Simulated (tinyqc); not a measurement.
Deep level as a short-range spherical well: sweeps and comparisons. A value that a table varies takes the place of the one given here.

A spherical well of radius R and depth V0 below the conduction edge, one mass m, c = hbar^2/2m0. The s level at binding Et solves k cot(k R) = -kappa with k = sqrt(m (V0 - Et)/c), kappa = sqrt(m Et/c); it exists for V0 > Vc = c (pi/2R)^2/m. Outside, psi falls as exp(-kappa r)/r.

Lucovsky model (delta well, plane-wave final states, no local-field factor): sigma = (32 pi alpha c/(3 n_r m Et)) (x - 1)^(3/2)/x^3, x = h nu/Et, c = hbar^2/2m0; 1 angstrom^2 = 1e-16 cm^2.

Constants: hbar^2/2m0 = 3.80998211 eV angstrom^2; fine-structure constant alpha = 0.007297352564; e^2/(4 pi eps0) = 14.39964547 eV angstrom; kB = 8.617333262e-05 eV/K.

Values chosen for the exercise (near those of InP; the results hold for these values, not for the real material): R = 2.2 angstrom (radius of the well); m = 0.084 m0 (mass); fV = (1.04, 1.12, 1.21, 1.64, 2.01, 3.04, 6.48) (V0/Vc); n_r = 3.1 (refractive index); xs = (1.04, 1.21, 1.49, 1.83, 2.16, 3.21, 4.16, 7.72) (photon energies h nu/Et); eps = 12.7 (static dielectric constant); T = 250 K (temperature); Fs = (2, 10, 30, 70, 150, 300) kV/cm (fields).

## From threshold to a deep level

Et against the depth at fixed R; near threshold Et = (pi^2/16)(V0 - Vc)^2/Vc.

Results:
```
V0/Vc,V0 (eV),Et (eV),threshold form (eV),1/kappa (angstrom),share outside
1.04,24.048,0.02217,0.02282,45.2,0.953
1.12,25.897,0.1889,0.2054,15.5,0.869
1.21,27.978,0.5459,0.6290,9.1,0.790
1.64,37.921,4.014,5.842,3.4,0.540
2.01,46.477,8.507,14.55,2.3,0.418
3.04,70.293,24.71,59.36,1.4,0.247
6.48,149.835,92.46,428.3,0.7,0.092
```

The threshold form holds to 10 % up to V0/Vc = 1.12 of those listed. There the state is mostly outside the well (95 % in the first row) and knows only Et, which is why a delta-well model works; more than half is inside from V0/Vc = 2.01 on. A second s level would need V0/Vc > 9. From V0/Vc = 1.64 on Et exceeds the gap of the host, about 1.35 eV, so those rows only show the model.

## Neutral against charged centre

Et = 0.38050 eV

Lucovsky cross-section, its shape relative to the peak, and the shape of a hydrogen-like centre relative to threshold: x^-4 exp(4 - 4 atan(e)/e)/(1 - exp(-2 pi/e)), e = sqrt(x - 1).

Results:
```
x,h nu (eV),sigma (1e-18 cm^2),relative to peak,hydrogen-like
1.04,0.396,6.69,0.057,0.901
1.21,0.460,51.1,0.435,0.599
1.49,0.567,97.5,0.830,0.338
1.83,0.696,116,0.987,0.190
2.16,0.822,117,0.992,0.119
3.21,1.221,93.4,0.795,0.037
4.16,1.583,73.4,0.624,0.017
7.72,2.937,35.6,0.303,0.003
```

The short-range centre starts from zero, reaches half its peak at x = 1.24 and peaks at x = 2; in the last row it still has 30 % of the peak. The Coulomb centre is largest at threshold and is down to 0.3 % there. Reading the peak as the threshold would misplace the level by a factor 2, here 0.38 eV. Rows above the gap, about 1.35 eV, are hidden by band-to-band absorption.

## Emission in a field

Barrier lowering for a charged centre (Poole-Frenkel) is 2 sqrt(q e F/eps), q = e^2/(4 pi eps0), and for the neutral well e F R; the one-dimensional enhancement is exp(lowering/kB T). 1 kV/cm = 1e-5 V/angstrom; tunnelling is left out.

Results:
```
F (kV/cm),"lowering, charged (meV)",enhancement,saddle at (angstrom),"lowering, neutral (meV)",enhancement
2,9.5,1.56,238,0.04,1.002
10,21.3,2.69,106,0.22,1.010
30,36.9,5.54,61,0.66,1.031
70,56.3,13.7,40,1.54,1.074
150,82.5,46.0,27,3.30,1.166
300,116.6,225,19,6.60,1.358
```

At 300 kV/cm the charged centre emits 225 times faster and the neutral one 1.36 times: the logarithm of the enhancement is linear in sqrt(F) for the first and in F for the second, which tells the charge state. The largest lowering is 31 % of Et.

tinyqc: `OMP_NUM_THREADS=1 python tinyqc.py 1251931 1251932 out.jsonl`; about 0.01 s, one thread, shared Intel(R) Xeon(R) Processor @ 2.30GHz.
